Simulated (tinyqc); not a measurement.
# Worked calculation: free and trapped electrons in a MOS channel with a dense trap tail

Program tinyqc, `OMP_NUM_THREADS=1 python tinyqc.py 2222177 2222178 out.jsonl`; Intel Xeon 2.30GHz, shared host, one thread, about 0.02 s. Printed values are rounded.

p-type body, charge-sheet picture, full ionisation (an idealisation for deep acceptors), Boltzmann statistics for free electrons. e = Ec - EF at the surface. Acceptor-like traps of density D(E) = D0 + De exp(-E/Ew) at depth E below Ec, from 0 to Eu, hold n_t = integral of D(E)/(1 + exp((e - E)/Vt)). psi = Eg - Vt ln(Nv/Na) - e; N_dep = sqrt(2 eps0 eps_r Na (psi - Vt)/q); n_f = sqrt(N_dep^2 + 2 eps0 eps_r Vt Nc exp(-e/Vt)/q) - N_dep; Vg = Vfb + psi + q (N_dep + n_t + n_f)/Cox, Cox = eps0 eox/tox.

Inputs (values chosen for the exercise); band and dielectric values close to those of 4H silicon carbide:
```
symbol,value,unit,meaning
T,300,K,temperature
Eg,3.3,eV,band gap
eps_r,9.82,,relative permittivity
Nc,1.71e19,cm^-3,conduction-band density of states at T
Nv,2.5e19,cm^-3,valence-band density of states at T
eox,3.9,,relative permittivity of the insulator
tox,62,nm,insulator thickness
Na,6.8e15,cm^-3,acceptor density
Vfb,-2.64,V,flat-band voltage without trapped charge
D0,1.8e10,cm^-2 eV^-1,constant background density of acceptor-like traps
De,5.3e12,cm^-2 eV^-1,density of the tail at the conduction edge
Ew,0.13,eV,decay energy of the tail
Eu,0.75,eV,depth below Ec down to which the traps reach
mf,110,cm^2/(V s),mobility of free electrons
e,0.146,eV,Ec - EF at the surface
```

Constants: q = 1.602176634e-19 C, kB = 1.380649e-23 J/K, Vt = kB T/q, eps0 = 8.8541878128e-14 F/cm where lengths are in cm. Results are converted to the units shown.

## Trapped charge

Trapezoid rule on 14 equal steps from 0 to Eu, f = 1/(1 + exp((e - E)/Vt)).

```
point      E (eV)  D(E) f (cm^-2 eV^-1)
0               0           1.868648e10
1      0.05357143           9.611741e10
2       0.1071429           4.262743e11
3       0.1607143           9.945624e11
4       0.2142857           9.685258e11
5       0.2678571           6.870450e11
6       0.3214286           4.646433e11
7           0.375           3.140996e11
8       0.4285714           2.141225e11
9       0.4821429           1.478875e11
10      0.5357143           1.040202e11
11      0.5892857           7.496830e10
12      0.6428571           5.572817e10
13      0.6964286           4.298609e10
14           0.75           3.454744e10
```

n_t = 2.473713e11 cm^-2

With 1600 steps n_t = 2.475e11 cm^-2; the coarse value is 0.054 % below it.

## Charges and gate voltage

psi, N_dep, n_f and Vg as defined, with the n_t given; free share n_f/(n_f + n_t); apparent mobility mf n_f/(n_f + n_t); gate voltage spent on traps q n_t/Cox.

psi = 2.941763 V
N_dep = 4.639076e11 cm^-2
n_f = 1.789048e10 cm^-2
Vg = 2.399336 V
free share = 6.744463 %
apparent mobility = 7.418909 cm^2/(V s)
gate voltage spent on traps = 0.7116034 V
